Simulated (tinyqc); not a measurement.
# The Goldsmid-Sharp estimate against doping

Model: two-band model of a narrow-gap semiconductor with electrons and holes. Computed by tinyqc, a small Python program. Command: `OMP_NUM_THREADS=1 python tinyqc.py 3017407 3017408 out.jsonl bipolar sweep`. One thread of a shared host (Intel(R) Xeon(R) Processor @ 2.30GHz), about 0.2 s of CPU time with the checks.

Two parabolic bands with acoustic scattering (r = -1/2, a = 0), a gap that does not change with T, and fully ionised dopants. Melting is ignored, so values above the melting point are formal, and kappa_L does not change with T. eta_n = (E_F - E_c)/(k_B T), eta_p = -eta_n - E_g/(k_B T).

Inputs (values chosen for the exercise, modelled on InSb):
```
quantity                              value        unit
electron mass m_n                     0.014         m_0
hole mass m_p                          0.44         m_0
electron mobility parameter mu_300,n  61000  cm^2/(V s)
hole mobility parameter mu_300,p        650  cm^2/(V s)
temperature exponent p                  1.5           -
band gap E_g                           0.18          eV
lattice thermal conductivity kappa_L     17     W/(m K)
```

Doping: n-type.

Constants: k_B = 8.617333262e-05 eV/K; m_0 = 9.1093837015e-31 kg; k_B = 1.380649e-23 J/K; hbar = 1.054571817e-34 J s; e = 1.602176634e-19 C.

Method:
- With x = E/(k_B T), a = alpha k_B T (0 for a parabolic band), G = x (1 + a x), D = 1 + 2 a x and <y> = int y f (1 - f) dx, f = 1/(1 + exp(x - eta)): tau = tau_0 G^r/D; transport function s = G^(3/2 + r)/D^2; n = N_0 <G^(3/2)> with N_0 = (2 m k_B T)^(3/2)/(3 pi^2 hbar^3).
- Integrals over x = E/(k_B T) use 160 Gauss-Legendre points in u = sqrt(x) from 0 to sqrt(max(eta, 0) + 32).
- sigma = e mu_0 N_0 <s> with mu_0 = e tau_0/m = mu_300 (T/300 K)^(-p); |S| = (k_B/e)(<x s>/<s> - eta); Lorenz number L = (k_B/e)^2 (<x^2 s>/<s> - (<x s>/<s>)^2); kappa_e = L sigma T; zT = S^2 sigma T/(kappa_L + kappa_e).
- Neutrality: n - p = N, with n = N_0(m_n) <x^(3/2)> at eta_n and p = N_0(m_p) <x^(3/2)> at eta_p.
- Both bands together (these totals replace the one-band zT): sigma = sigma_n + sigma_p; S = (sigma_p |S_p| - sigma_n |S_n|)/sigma; kappa_bip = (sigma_n sigma_p/sigma)(|S_n| + |S_p|)^2 T; kappa_e = (L_n sigma_n + L_p sigma_p) T; zT = S^2 sigma T/(kappa_L + kappa_e + kappa_bip); weak-field R_H = (r_p sigma_p^2/p - r_n sigma_n^2/n)/(e sigma^2), where the Hall factors r_n and r_p are <x^(3/2)> <x^(1/2)>/<s>^2.
- T_max maximises |S| of the majority sign between 150 and 1200 K; the Goldsmid-Sharp estimate is E_g = 2 e |S_max| T_max.

One run for each value:
```
net doping N (1/cm^3)  T_max (K)  |S_max| (microvolt/K)  estimate over true gap
6.00e+15                  212.49                 285.88                 0.67497
1.30e+16                  246.22                 239.10                 0.65412
2.80e+16                  292.09                 196.77                 0.63861
6.00e+16                  357.97                 160.05                 0.63658
1.30e+17                  461.50                 129.40                 0.66353
```

What does the table show?

Over the rows, T_max (K) rises from 212 to 462 (exponent d ln y / d ln x 0.19 between the first rows and 0.33 between the last); |S_max| (microvolt/K) falls from 286 to 129 (exponent d ln y / d ln x -0.23 between the first rows and -0.27 between the last); estimate over true gap goes from 0.675 through a minimum among these rows, 0.637 at 6.00e16, to 0.664.  Left out: 1.30e15, 2.80e15 (no maximum of |S| between 150 and 1200 K).

Extremes, crossings and ranges named in words are read from the listed rows.
